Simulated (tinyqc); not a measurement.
Capacitance measurement on a leaky thin oxide: effects of series resistance and leakage: one step of the calculation.

The device is a capacitance C in parallel with a leakage conductance G, in series with Rs and Ls. An impedance meter reports either a parallel pair (Cp, Gp) from Y = 1/Z = Gp + i w Cp or a series pair (Cs, Rm) from Z = Rm + 1/(i w Cs); w = 2 pi f, dissipation D = Gp/(w |Cp|).

Question. True capacitance and conductance. EOT = 3.9 tox/eox; CET = EOT + zc + zp; C = 3.9 eps0 A/CET; G = Jg A/Vs.

Inputs (values chosen for the exercise); values of the order met in thin-oxide MOS capacitors:
```
symbol,value,unit,meaning
eox,3.9,,relative permittivity of the gate insulator (close to silicon dioxide)
tox,3.1,nm,insulator thickness
A,100,um^2,gate area
zc,0.6,nm,oxide-equivalent thickness added by the accumulation layer
zp,0,nm,oxide-equivalent thickness added by gate depletion
Jg,0.00094,A/cm^2,"gate leakage current density, not matched to the thickness"
Vs,0.2,V,voltage for an e-fold rise of the leakage
```

Constants: eps0 = 8.8541878128e-14 F/cm where lengths are in cm. Results are converted to the units shown.

Give: EOT; CET; C; G.

Answer.

EOT = 3.100 nm
CET = 3.700 nm
C = 0.9333 pF
G = 0.004700 uS

Program tinyqc, `OMP_NUM_THREADS=1 python tinyqc.py 2022010 2022011 out.jsonl`; Intel Xeon 2.30GHz, shared host, one thread, about 0.01 s.
